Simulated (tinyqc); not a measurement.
Inside a calculation. Method: CCD on RHF in the 6-311g basis, for H2, spin multiplicity 1. One step of it, computed by the program tinyqc.

Problem. Iteration 6 (converged): orbitals. Diagonalise F' = X^T F X, C = X C', fill 1 alpha and 1 beta electrons from the bottom; D = 2 C_occ C_occ^T. Each column has its largest component positive (the first on a tie).

converged F (hartree), lower triangle:
```
           1H 1s      1H 2s      1H 3s      2H 1s      2H 2s      2H 3s
1H 1s   0.670821
1H 2s  -0.363225  -0.294843
1H 3s  -0.424322  -0.358482  -0.259724
2H 1s  -0.375161  -0.415036  -0.379830   0.670821
2H 2s  -0.415036  -0.431436  -0.378950  -0.363225  -0.294843
2H 3s  -0.379830  -0.378950  -0.283841  -0.424322  -0.358482  -0.259724
```

X:
```
               1          2          3          4          5         6
1H 1s   0.635627  -0.950686  -0.699274   0.620824   0.554431  0.154893
1H 2s  -1.950613   1.472386   0.866512   0.108396   0.336070  0.236760
1H 3s   2.589659  -0.843619   0.824320  -0.510429   0.117055  0.238671
2H 1s  -0.635627  -0.950686   0.699274   0.620824  -0.554431  0.154893
2H 2s   1.950613   1.472386  -0.866512   0.108396  -0.336070  0.236760
2H 3s  -2.589659  -0.843619  -0.824320  -0.510429  -0.117055  0.238671
```

Give: F' = X^T F X; orbital energies; coefficients C; D after iteration 6.

Solution.

F' = X^T F X (hartree), lower triangle:
```
         1        2        3        4       5        6
1   1.2447
2   0.0000   2.0535
3  -0.9496   0.0000   1.2963
4   0.0000  -1.0062   0.0000   0.9006
5   0.3747   0.0000  -0.7193   0.0000  0.7049
6   0.0000  -0.0278   0.0000  -0.0740  0.0000  -0.5289
```

orbital energies (hartree): MO1 -0.5361, MO2 0.1304, MO3 0.3246, MO4 0.5639, MO5 2.5516, MO6 2.6367

coefficients C:
```
          MO1      MO2      MO3      MO4      MO5      MO6
1H 1s  0.1644   0.1009  -0.0455  -0.0974  -1.0866  -1.1332
1H 2s  0.3065   0.0613  -0.8078  -1.3854   1.6570   1.2204
1H 3s  0.1610   1.6278   0.8830   1.9024  -1.0634  -0.4728
2H 1s  0.1644  -0.1009  -0.0455   0.0974   1.0866  -1.1332
2H 2s  0.3065  -0.0613  -0.8078   1.3854  -1.6570   1.2204
2H 3s  0.1610  -1.6278   0.8830  -1.9024   1.0634  -0.4728
```

D after iteration 6, lower triangle:
```
        1H 1s   1H 2s   1H 3s   2H 1s   2H 2s   2H 3s
1H 1s  0.0540
1H 2s  0.1008  0.1878
1H 3s  0.0529  0.0987  0.0518
2H 1s  0.0540  0.1008  0.0529  0.0540
2H 2s  0.1008  0.1878  0.0987  0.1008  0.1878
2H 3s  0.0529  0.0987  0.0518  0.0529  0.0987  0.0518
```
